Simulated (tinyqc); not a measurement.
Strain dependence: valley-orbit splitting of a donor ground state, with strain. Computed by tinyqc, a small Python program. Command: `OMP_NUM_THREADS=1 python tinyqc.py 3022590 3022591 out.jsonl valleyorbit walk`. One thread of a shared host (Intel(R) Xeon(R) Processor @ 2.30GHz), about 0.01 s of CPU time with the checks.

The basis is the 1s envelope in each valley; energies are counted from the unstrained conduction-band edge. The strain is e_s (a a^T - 1/3) for the unit stress axis a, so valley j along n_j moves by Xi_u e_s w_j with w_j = (n_j.a)^2 - 1/3: +1/6 for x and y, -1/3 for z. The splitting at the zone boundary that a [110] shear adds for <100> valleys is left out.

Inputs (values chosen for the exercise, for a model many-valley semiconductor):
```
quantity                             value  unit
single-valley binding energy E_0        43   meV
central-cell shift Lambda             6.99   meV
coupling Delta_1                      3.99   meV
coupling Delta_2                      3.77   meV
shear deformation potential Xi_u      8.34    eV
shear strain e_s                  -0.00041     -
```

Valleys: six along <100>. Stress axis: [110].

Method:
- By symmetry: E(A1) = E_0 + Lambda + 4 Delta_1 + Delta_2 (one state), E(T2) = E_0 + Lambda - Delta_2 (three), E(E) = E_0 + Lambda - 2 Delta_1 + Delta_2 (two), as binding energies.
- H_jj = -(E_0 + Lambda) + Xi_u e_s w_j; H_jk = -Delta_2 between opposite valleys and -Delta_1 between perpendicular ones.
- The contact hyperfine ratio is A/A_0 = (sum_j c_j)^2/(number of valleys), c_j the valley amplitudes of the ground state; binding from the lowest valley edge.

E(A1) = 69.72 meV

Against strain:
```
e_s       Xi_u e_s (w_max - w_min) (meV)  binding (meV)  gap to next level (meV)    A/A_0
-0.00330                        -13.7610         66.539                   20.319  0.95514
-0.00120                         -5.0040         68.267                   22.047  0.99172
-0.00041                         -1.7097         69.177                   22.957  0.99892
-0.00012                         -0.5004         69.556                   23.336  0.99990
0.00012                           0.5004         69.389                   23.169  0.99990
0.00041                           1.7097         68.608                   22.388  0.99881
0.00120                           5.0040         66.631                   20.411  0.98915
0.00330                          13.7610         62.519                   16.299  0.91531
```

A/A_0 falls for either sign of strain, to 0.955 and 0.915 at the ends; its limits are the shares of the valleys that end up lowest, 4/6 under compression and 2/6 under tension. Near zero strain A/A_0 changes in second order, the binding in first. The binding energy drops from 69.72 meV to 66.54 and 62.52 meV, since fewer valleys share the valley-orbit gain.

Extremes, crossings and ranges named in words are read from the listed rows.
